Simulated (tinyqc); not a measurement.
Defect, radiative and Auger recombination at equal electron and hole densities (ABC model), step by step. Values are carried at full precision from step to step, so a last printed digit may differ when a step is redone from the rounded ones.

J/(e d) = Ae n + B n^2 + C n^3 with Ae = A + 4 S/w (four side walls, carriers spread evenly), e = 1.602176634e-19 C, lengths in cm; internal efficiency IQE = B n^2/(Ae n + B n^2 + C n^3); all injected carriers recombine in the layer.

Values chosen for the exercise (orders of magnitude like those quoted for Ge; the results hold for these values, not for the real material):
```
symbol  value    unit        meaning
A       210000   1/s         defect rate
B       7e-14    cm^3/s      radiative coefficient
C       1.3e-31  cm^6/s      Auger coefficient
S       0        cm/s        recombination velocity of the side walls
w       8.1      micrometre  side of the square mesa
d       890      nm          active thickness
J       2.3      A/cm^2      current density
ex      0.33                 extraction efficiency
Eph     0.66     eV          photon energy
```

## The efficiency peak

IQE peaks at n_p = sqrt(Ae/C); with Q = B/sqrt(Ae C), IQE_max = Q/(Q + 2).

Ae = 2.100e+05 1/s
n_p = 1.271e+18 1/cm^3
Q = 0.4237
IQE_max = 0.175
J at the peak = 9.22 A/cm^2

The side walls are taken as passivated.

## Carrier density at the given current

G = J/(e d). Newton steps from the smallest of G/Ae, sqrt(G/B) and (G/C)^(1/3); stop when the relative step is below 1e-9.

G = 1.613e+23 1/(cm^3 s)

Newton steps:
```
step  n (1/cm^3)   rate/G  relative step
1     7.6808e+17  1.62124          -0.24
2     5.8510e+17  1.07178         -0.047
3     5.5789e+17  1.00135       -0.00096
4     5.5735e+17  1.00000       -3.6e-07
5     5.5735e+17  1.00000       -5.0e-14
```

n = 5.574e+17 1/cm^3

The start is an upper bound and the function is convex, so the steps fall monotonically; 5 are needed.

## Shares, lifetimes and light

Shares of the three paths; lifetime n/G = 1/(Ae + B n + C n^2); differential lifetime 1/(Ae + 2 B n + 3 C n^2) and bandwidth 1/(2 pi tau_d); optical power density ex IQE J Eph/e.

shares: defect 0.7256, radiative 0.1348, Auger 0.1395

lifetime = 3.46e+03 ns
differential lifetime = 2.44e+03 ns
bandwidth = 0.0651 MHz
optical power density = 0.0675 W/cm^2

The defect path is the largest; the device runs below its efficiency peak, where the defect and Auger shares are equal.

## Checks

- Density from Newton steps against bisection (1/cm^3): both 5.5735e+17.

tinyqc: `OMP_NUM_THREADS=1 python tinyqc.py 1650243 1650244 out.jsonl`; about 0.01 s, one thread, shared Intel(R) Xeon(R) Processor @ 2.30GHz.
